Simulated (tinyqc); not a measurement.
From alignment C back to width sigma_m of the model charge: correction of a charged-defect supercell by a model charge and potential alignment (plane-averaged potentials). Computed by tinyqc, a small Python program. Command: `OMP_NUM_THREADS=1 python tinyqc.py 3113563 3113564 out.jsonl align inv`. One thread of a shared host (Intel(R) Xeon(R) Processor @ 2.30GHz), about 0.04 s of CPU time with the checks.

The "true" defect charge is (1 - x) q in a Gaussian of width sigma plus x q in one of width sigma_t, so the exact answer is known; the correction sees only a single model Gaussian of width sigma_m. A Gaussian of width s has the transform rho(G) = exp(-G^2 s^2/2), normalised to 1. A uniform background cancels q, so G = 0 is left out. Potentials are those felt by a unit positive charge. E_0 is the formation energy of the isolated defect, E_cell its value in the supercell, E_lat = E_iso - E_per of the model charge, C the true less the model potential far from the defect; the exact correction is E_0 - E_cell, and the error of a scheme is E_cell plus its correction less E_0.

Inputs (values chosen for the exercise, with screening close to that of silicon):
```
quantity,value,unit
defect charge q,1,e
dielectric constant eps,11.6,-
edge of the cubic cell L,12.5,angstrom
width sigma of the true defect charge,1.1,angstrom
share x of the charge in a wide tail,0.27,-
width sigma_t of the tail,2.4,angstrom
formation energy of the isolated defect E_0,5.49,eV
```

Constants: e^2/(4 pi eps_0) = 14.39964548 eV angstrom.

Method:
- Periodic energy E_per = (2 pi q^2/(eps L^3)) (e^2/(4 pi eps_0)) sum_(G != 0) rho(G)^2/G^2, G = (2 pi/L)(n1, n2, n3), |n_i| <= 16. Isolated energy: two Gaussians of charges q_a, q_b and widths a, b interact by q_a q_b (e^2/(4 pi eps_0 eps)) sqrt(2/pi)/sqrt(a^2 + b^2), and the self-energy is half the sum over pairs.
- Supercell value E_cell = E_0 + E_per - E_iso for the true charge.
- E_lat = E_iso - E_per for the model charge; point-charge value alpha q^2 e^2/(4 pi eps_0 eps 2 L) with alpha = 2.837297.
- Plane-averaged potential at distance z from the defect: V(z) = (4 pi q/(eps L^3)) (e^2/(4 pi eps_0 e)) sum_(m != 0) rho(G_m) cos(G_m z)/G_m^2, G_m = 2 pi m/L, |m| <= 40.
- C = difference at z = L/2; E_corr = E_cell + E_lat - q C. For charges that have died out at L/2, C = (2 pi q/(eps L^3)) (e^2/(4 pi eps_0 e)) (<s^2> - sigma_m^2), <s^2> = (1 - x) sigma^2 + x sigma_t^2.

Task: A run gave the result below. Find the width sigma_m of the model charge, known to lie between 0.73 and 1.6 angstrom.

alignment C = 0.00669287 V

Result:

Each step takes the trial c = (a f_b - b f_a)/(f_b - f_a), f being the result less the target and a, b, c the logarithms of the listed values; c replaces end b, the old b replaces a if the sign of f changed, and otherwise f_a is halved.

Scan of the range:
```
width sigma_m of the model charge (angstrom),alignment C (V)
0.730,0.00742293
0.832,0.00678668
0.948,0.00596212
1.080,0.00489311
1.230,0.00350940
1.400,0.00172417
1.600,-0.00066866
```

False position (Illinois rule, in the logarithm of the input) inside the bracket:
```
step,end a,end b,trial,alignment C (V)
1,0.832000,0.948000,0.844447,0.00670335
2,0.948000,0.844447,0.845830,0.00669402
3,0.948000,0.845830,0.846133,0.00669197
4,0.845830,0.846133,0.846000,0.00669287
5,0.846133,0.846000,0.846000,0.00669287
```

Alignment C falls at every point of a 13-point scan of the range (every second point is shown), so one value fits; it is bracketed by 0.832 and 0.948. Answer: width sigma_m of the model charge = 0.8460 angstrom.
